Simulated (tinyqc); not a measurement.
# Schottky barrier on an n-type semiconductor with a doping step, non-linear Poisson equation by Newton steps: Capacitance-voltage profiling

One dimension, metal at x = 0, donor density C(x) = N1 for x < x1 and Nd beyond. Energies are counted from the electron Fermi level of the semiconductor and the conduction-band edge is Ec = -psi, so n = Nc exp(psi/Vt); holes follow the Fermi level of the metal, at -V, so p = Nv exp((V - psi - Eg)/Vt). Ends: psi(0) = V - phiB and psi = Vt ln(Nd/Nc) deep inside. Boltzmann statistics, full ionisation, no current, no image force in the Poisson equation.

The Poisson equation d/dx(eps0 eps_r dpsi/dx) = -q (p - n + C) is solved on a mesh of about 1000 nodes or more that ends in neutral material. C_s = q d/dV of the integral of n over x, from the linearised equation. Probed depth w = eps0 eps_r/C_s; apparent doping N_app = C_s^3/(q eps0 eps_r dC_s/dV), the derivative by central differences over +/- 0.02 V.

Parameters, values chosen for the exercise; band and dielectric values close to those of silicon:
```
symbol,value,unit,meaning
T,300,K,temperature
Eg,1.11,eV,band gap
eps_r,11.7,,relative permittivity
Nc,2.79e19,cm^-3,conduction-band density of states at T
Nv,2.61e19,cm^-3,valence-band density of states at T
Nd,6e15,cm^-3,donor density deep in the semiconductor
phiB,0.49,eV,barrier height
x1,130,nm,depth of the doping step
N1,1.8e15,cm^-3,donor density above the step
```

Constants: q = 1.602176634e-19 C, kB = 1.380649e-23 J/K, Vt = kB T/q, eps0 = 8.8541878128e-14 F/cm where lengths are in cm. Results are converted to the units shown.

The same in every row: true C(w) (cm^-3) = 6.00e15.

Capacitance-voltage profiling:

| V (V) | C_s (nF/cm^2) | w (nm) | N_app (cm^-3) | \|E_0\| (kV/cm) |
|---|---|---|---|---|
| 0 | 40.8 | 254 | 5.85e15 | 15.2 |
| -0.29 | 29.0 | 357 | 6.00e15 | 24.7 |
| -0.57 | 23.9 | 433 | 6.00e15 | 31.8 |
| -0.86 | 20.7 | 500 | 6.00e15 | 38.0 |
| -1.14 | 18.6 | 557 | 6.00e15 | 43.3 |
| -1.43 | 17.0 | 611 | 6.00e15 | 48.2 |
| -1.71 | 15.7 | 658 | 6.00e15 | 52.6 |
| -2 | 14.7 | 704 | 6.00e15 | 56.9 |

What does the comparison show?

C_s falls from 40.8 to 14.7 nF/cm^2 while the probed depth goes from 254 to 704 nm. The apparent doping rises from 5.85e15 to 6.00e15 cm^-3. It departs most from the true doping at that depth for V = 0 V, where it is 2.4 % below it; so the doping is read well over the depths probed. The step lies inside the layer that is depleted at zero bias and is not seen.

Program tinyqc, `OMP_NUM_THREADS=1 python tinyqc.py 2020035 2020036 out.jsonl`; Intel Xeon 2.30GHz, shared host, one thread, about 0.04 s.
